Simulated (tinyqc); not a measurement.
Worked calculation: lateral field, substrate current, probability of reaching the oxide barrier and hot-carrier lifetime of a silicon transistor (pseudo-two-dimensional and lucky-electron models). Computed by tinyqc, a small Python program that keeps every step. Command: `OMP_NUM_THREADS=1 python tinyqc.py 3025435 3025436 out.jsonl hotcar walk`. One thread of a shared host (Intel(R) Xeon(R) Processor @ 2.30GHz), about 0.01 s of CPU time with the checks. Intermediate numbers are printed to about 6 digits and carried at full precision; extremes and crossings named in words are read from the listed rows.

Local-field models: a lucky carrier gains its energy at the peak field over a path free of collisions. Voltages are magnitudes.

Inputs (values chosen for the exercise, modelled on a silicon n-channel):
```
quantity                              value                      unit
channel length L                        240                        nm
oxide thickness t                       6.1                        nm
junction depth x_j                       51                        nm
mobility mu                             400                cm^2/(V s)
saturation velocity v_s                0.87                  1e7 cm/s
threshold voltage V_T                  0.52                         V
gate voltage V_G                       0.88                         V
drain voltage V_D                       2.5                         V
ionisation prefactor A_i              2e+06                      1/cm
ionisation field B_i                   1.71                     MV/cm
hot-carrier mean free path lambda       8.2                        nm
oxide barrier phi_b                     3.1                        eV
interface-trap threshold phi_it         3.8                        eV
lifetime constant H                     300  s microampere/micrometre
length of the depleted extension L_n     24                        nm
```

Drain: lightly doped extension.

Constants: eps_0 = 8.8541878128e-12 F/m.

## Saturation point and current

C_ox = 3.9 eps_0/t; F_sat = 2 v_s/mu; V_Dsat = V_ov F_sat L/(V_ov + F_sat L), V_ov = V_G - V_T; I_D/W = C_ox v_s (V_ov - V_Dsat).

F_sat = 43.5 kV/cm

V_Dsat = 0.267692 V

drain current I_D/W = 45.4612 microampere/micrometre

## Peak lateral field

Scale length l = 0.22 t^(1/3) x_j^(1/2) (all in cm); F_m = sqrt(((V_D - V_Dsat)/l_e)^2 + F_sat^2), with l_e = l + L_n; length of the velocity-saturated region l_e ln((V_D - V_Dsat)/(l_e F_sat) + F_m/F_sat).

scale length l = 42.1358 nm

peak field F_m = 340.326 kV/cm

velocity-saturated length = 181.621 nm

energy gained over one free path, e lambda F_m = 0.279067 eV

The field rises from F_sat to F_m as cosh(x/l_e), a factor 7.8, over 76 % of L. Caution: the empirical formula for l was fitted to oxides of about 15 nm or more; for thinner ones it is an extrapolation. Caution: the saturated region fills most of the channel, so the split into two regions is rough. Caution: e V_D is below phi_b or phi_it, so the available energy, not the field, limits hot carriers, and the lucky-electron formulas overstate them.

## Hot-carrier currents and lifetime

Substrate current I_sub/I_D = (A_i/B_i)(V_D - V_Dsat) exp(-B_i/F_m); probability of reaching the oxide barrier exp(-phi_b/(e lambda F_m)); lifetime tau = (H/(I_D/W)) exp(phi_it/(e lambda F_m)).

I_sub/I_D = 0.0171645

substrate current I_sub/W = 0.780319 microampere/micrometre

probability of reaching phi_b = 1.49852e-05

lifetime tau = 5.40983e+06 s

exponent m = phi_it/(e lambda B_i) = 2.71003

Since both exponentials depend on 1/F_m, tau I_D scales about as (I_sub/I_D)^(-m) with m = 2.71, which lets I_sub serve as the monitor. The lifetime is 0.0171 times ten years (3.156e8 s).

## Substrate current against gate voltage

The formulas are those given above.

At the given drain voltage:
```
V_G (V)  V_Dsat (V)  I_D/W (microampere/micrometre)  F_m (kV/cm)  I_sub/W (microampere/micrometre)      tau (s)
0.63       0.099515                           5.164      365.561                           0.13483  1.86043e+07
0.74       0.181709                          18.858      353.224                           0.40386  7.93192e+06
0.92       0.289197                          54.570      337.101                           0.88412  5.13379e+06
1.10       0.372857                         102.017      324.561                           1.30724  4.67080e+06
1.40       0.477505                         198.227      308.888                           1.84856  4.96068e+06
1.70       0.553921                         308.342      297.453                           2.23641  5.67735e+06
2.10       0.628628                         468.547      286.283                           2.61132  6.86142e+06
2.40       0.671245                         595.307      279.916                           2.83032  7.80440e+06
2.80       0.716101                         770.214      273.218                           3.07524  9.05176e+06
```

I_sub rises over the whole table: the growing drain current outweighs the fall of F_m. The shortest lifetime among the rows lies at V_G = 1.1 V, below that of the largest I_sub, since tau depends more steeply on the field.

## Extrapolating accelerated tests

V_10 solves tau = 3.156e8 s at the given V_G. The extrapolation fits ln(tau) against 1/V_D at 1, 1.08, 1.16 and 1.25 times the given V_D (rounded to 3 digits) by least squares and reads off the same tau.

Stress points:
```
V_D (V)  1/V_D (1/V)      tau (s)
2.50        0.400000  5.40983e+06
2.70        0.370370  1.79443e+06
2.90        0.344828  7.01607e+05
3.12        0.320513  2.90038e+05
```

ten-year drain voltage V_10 = 1.97685 V

V_10 from the 1/V_D extrapolation = 1.95844 V

The extrapolation is 18 mV below the true value: ln(tau) is nearly linear in 1/(V_D - V_Dsat), not in 1/V_D, so the straight line errs on the safe side when one extrapolates down. At V_10 the available energy e V_D is below phi_it, so the model understates the lifetime there.

Checks made by the program: voltage drop as the integral of F_sat cosh(x/l_e) over the saturated length (relative difference below 1e-10).
